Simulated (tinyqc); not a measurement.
Worked calculation: Slater-Koster d bands of a bcc metal. Values are carried at full precision from step to step, so a last printed digit may differ when a step is redone from the rounded ones.

Slater-Koster d bands. For a bond with direction cosines (l, m, n) the 5 x 5 block is dds Ps + ddp Pp + ddd (1 - Ps - Pp), the projectors on sigma, pi and delta states about the bond; for instance <xy|xy> = 3 l^2 m^2 dds + (l^2 + m^2 - 4 l^2 m^2) ddp + (n^2 + l^2 m^2) ddd, <xy|yz> = 3 l m^2 n dds + l n (1 - 4 m^2) ddp + l n (m^2 - 1) ddd and <3z2-r2|3z2-r2> = (n^2 - (l^2 + m^2)/2)^2 dds + 3 n^2 (l^2 + m^2) ddp + (3/4)(l^2 + m^2)^2 ddd. H(k) sums the blocks times cos(k.R) over the neighbours; the d level is the zero of energy; k in 2 pi/a.

Parameters, chosen for this exercise (of the size met in W; shifted at random, so the results belong to these values and not to a real crystal): dds = -1.54 eV (dd sigma); ddp = 0.785 eV (dd pi); ddd = -0.123 eV (dd delta); f2 = 0.56 (factor on all three integrals for second neighbours); Es = 4.3 eV (s level); sss = -1 eV (ss sigma); sds = -0.42 eV (sd sigma); k = (0.09, 0.28, 0.35) 2 pi/a (wave vector); Nd = 5 (d electrons per atom).

## The block of one bond

Direction (1,1,1)/sqrt3; its eigenvalues must be dds once, ddp twice and ddd twice.

block (eV), rows xy, yz, zx, x2-y2, 3z2-r2 and columns alike:
```
[[-0.3936, -0.5732, -0.5732, 0, -0.3495],
 [-0.5732, -0.3936, -0.5732, -0.3027, 0.1747],
 [-0.5732, -0.5732, -0.3936, 0.3027, 0.1747],
 [0, -0.3027, 0.3027, 0.4823, 0],
 [-0.3495, 0.1747, 0.1747, 0, 0.4823]]
```

## Levels at Gamma

Neighbours: eight at (a/2)(1,1,1) and equivalents, and six at a(1,0,0) and equivalents with the integrals times f2.

Summing the blocks at k = 0 gives E(t2g) = (8/3) dds + (16/9) ddp + (32/9) ddd + f2 (4 ddp + 2 ddd), E(eg) = (16/3) ddp + (8/3) ddd + f2 (3 dds + 3 ddd).

levels (eV): t2g (threefold) -1.5278, eg (twofold) 1.0648

The t2g level lies lower, by 2.5926 eV.

## The Hamiltonian at one k

An s orbital at Es couples to nearest neighbours alone: <s|s> = sss, <s|xy> = sqrt3 l m sds (cyclic), <s|x2-y2> = (sqrt3/2)(l^2 - m^2) sds, <s|3z2-r2> = (n^2 - (l^2 + m^2)/2) sds.

Sum over the neighbours.

H(k) (eV), rows s, xy, yz, zx, x2-y2, 3z2-r2 and columns alike:
```
[[2.0768, 0.1893, 1.2789, 0.3074, 0, 0],
 [0.1893, -0.2164, 0.7266, 3.0233, 0, 0.2729],
 [1.2789, 0.7266, -1.6728, 0.4475, 1.5963, -0.9216],
 [0.3074, 3.0233, 0.4475, -0.6236, -0.3837, -0.2215],
 [0, 0, 1.5963, -0.3837, 0.2808, 0.7090],
 [0, 0.2729, -0.9216, -0.2215, 0.7090, 1.7350]]
```

## Levels and character

Diagonalise H; t2g is xy, yz, zx and eg the other two.

levels (eV): [-3.5310, -3.1483, 0.8594, 2.0540, 2.1153, 3.2304]

weights, rows s, t2g, eg; columns band 1, band 2, band 3, band 4, band 5, band 6:
```
[[0.006, 0.032, 0.168, 0.062, 0.392, 0.340],
 [0.974, 0.735, 0.155, 0.012, 0.490, 0.634],
 [0.020, 0.233, 0.678, 0.926, 0.117, 0.026]]
```

## Levels at points of symmetry

Coordinates: G (0, 0, 0), H (1, 0, 0), N (0.5, 0.5, 0), P (0.5, 0.5, 0.5); the others lie half way.

Levels (eV):
```
k        band 1  band 2  band 3  band 4  band 5  band 6
G        -3.700  -1.528  -1.528  -1.528   1.065   1.065
G-H 0.5  -2.518  -0.138  -0.138   0.656   1.896   4.300
H        -6.653  -6.653   4.769   4.769   4.769  12.300
N        -4.448  -4.410   1.174   2.518   4.724   4.985
P        -1.621  -1.621  -1.621   2.794   2.794   4.300
P-G 0.5  -3.065  -3.065   0.568   1.695   1.695   3.033
G-N 0.5  -2.988  -2.699   0.268   1.224   1.598   1.792
```

On these points the bands run from -6.653 (H) to 12.300 eV (H).

## Second moment and the rectangular band

mu2 = z (dds^2 + 2 ddp^2 + 2 ddd^2)/5 per orbital, with z = 8 + 6 f2^2. A rectangular band with the same mu2 has width W = sqrt(12 mu2), Fermi level W (Nd/10 - 1/2) and bond energy -W Nd (10 - Nd)/20 (Friedel).

mu2 = 7.1826 eV^2
W = 9.2839 eV
Fermi level = 0.0000 eV
bond energy per atom = -11.6049 eV

The bond energy is the attractive part alone; the repulsion between atoms, left out, cancels a large share of it in the cohesive energy.

## Checks

- Levels at Gamma from the formulas against H(0): they agree to 1e-10 or better.
- Second moment from the formula against the mean square level on the mesh: both 7.18256.

Computed by tinyqc, a small Python program: `OMP_NUM_THREADS=1 python tinyqc.py 1451216 1451217 out.jsonl` (the numbers bound the seed that draws the inputs); one thread of a shared host (Intel(R) Xeon(R) Processor @ 2.30GHz), about 0.05 s for the whole set of steps.
